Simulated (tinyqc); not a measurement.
# Bulk resistivity and mean free path from two films

Inverse problem. In the thick-film limit single-crystal films obey rho = rho0 (1 + 3 (1 - ps) lam/(8 d)). Find rho0, lam and the product rho0 lam.

Parameters, values chosen for the exercise: specular share of surface scattering ps = 0.6.

rho at d = 95 and 290 nm (uohm cm): [1.8158400, 1.7446717]

Solution. rho is a straight line in 1/d: the intercept is rho0 and the slope (3/8)(1 - ps) rho0 lam. Without ps only the product (1 - ps) lam could be found.

rho0 = 1.71 uohm cm
lam = 39.2 nm
rho0 lam = 67.0 uohm cm nm

Numbers from tinyqc (`OMP_NUM_THREADS=1 python tinyqc.py 2100031 2100032 out.jsonl`; about 0.01 s on one thread of a shared Intel Xeon 2.30GHz).
